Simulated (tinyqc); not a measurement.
Changing the temperature T: grain-boundary trapping model (Seto) of a polycrystalline semiconductor film. Computed by tinyqc, a small Python program. Command: `OMP_NUM_THREADS=1 python tinyqc.py 3007177 3007178 out.jsonl poly sweep`. One thread of a shared host (Intel(R) Xeon(R) Processor @ 2.30GHz), about 0.01 s of CPU time with the checks.

Grains of equal size L are joined by thin boundaries with one trap level. Trapped carriers deplete a width W on each side and raise a barrier, crossed by thermionic emission. Dopants are fully ionised, statistics are non-degenerate and mu_g does not depend on T.

Inputs (values chosen for the exercise, modelled on polycrystalline ZnO): permittivity eps = 8.3; effective mass m = 0.29 m_0; effective density of states at 300 K, N_c = 3.7e+18 1/cm^3; grain size L = 17 nm; trap density Q_t = 3.6e+12 1/cm^2; trap level E_t below the band edge = 0.43 eV; doping N = 2.2e+19 1/cm^3; mobility inside the grains mu_g = 120 cm^2/(V s).

Grain interior: resistance included.

Constants: k_B = 8.617333262e-05 eV/K; e = 1.602176634e-19 C; eps_0 = 8.8541878128e-12 F/m; m_0 = 9.1093837015e-31 kg; k_B = 1.380649e-23 J/K.

Method:
- N_c(T) = N_c (T/300 K)^(3/2). Filled traps Q = Q_t/(1 + (1/2) exp((E_t* - E_F)/k_B T)), where E_t* = e V_B - E_t and E_F are counted from the band edge at the grain centre. Partial depletion: Q = 2 N W, V_B = e N W^2/(2 eps eps_0), E_F = k_B T ln(N/N_c); solve for W. If that W would exceed L/2 the grain is fully depleted: W = L/2, Q = N L, and E_F follows from the trap equation. Centre density n_0 = N_c exp(E_F/k_B T).
- Boundary: sigma_b = L e^2 n_0 exp(-e V_B/k_B T)/sqrt(2 pi m k_B T); drift through the grain, depleted parts included: rho_g = [(1 - 2W/L) + (2W/L) int_0^1 exp(y^2 s^2) ds]/(e n_0 mu_g); rho = 1/sigma_b + rho_g. Mean carrier density n_av = n_0 [(1 - 2W/L) + (2W/L) (sqrt(pi)/2) erf(y)/y], y = sqrt(e V_B/k_B T); effective mobility 1/(e n_av rho).
- E_a = d ln(rho)/d(1/k_B T) from T - 5 K and T + 5 K; temperature coefficient d ln(rho)/dT.

One run for each value; columns: (1) temperature T (K); (2) resistivity rho (ohm cm); (3) effective mobility (cm^2/(V s)); (4) activation energy E_a (eV); (5) mean carrier density (1/cm^3):
```
(1)        (2)     (3)         (4)         (5)
200  0.0042498  68.335   0.0036501  2.1492e+19
236  0.0041282  70.148   0.0028900  2.1553e+19
271  0.0040615  71.144   0.0022207  2.1600e+19
307  0.0040228  71.698   0.0015682  2.1640e+19
343  0.0040028  71.950   0.0009329  2.1672e+19
379  0.0039947  72.006   0.0003039  2.1699e+19
414  0.0039946  71.934  -0.0003077  2.1721e+19
450  0.0040002  71.769  -0.0009405  2.1741e+19
```

Over the rows, resistivity rho (ohm cm) goes from 0.00425 through a minimum among these rows, 0.00399 at 414, to 0.00400; effective mobility (cm^2/(V s)) goes from 68.3 through a maximum among these rows, 72.0 at 379, to 71.8; activation energy E_a (eV) falls from 0.00365 to -9.41e-4.

Caution (all rows): E_F is within 2 k_B T of the band edge, so non-degenerate statistics fail, and tunnelling through so thin a barrier adds to the current. Caution (all rows): e V_B is below 2 k_B T, where the depletion approximation fails and the mean density does not balance the trapped charge.

Extremes, crossings and ranges named in words are read from the listed rows.
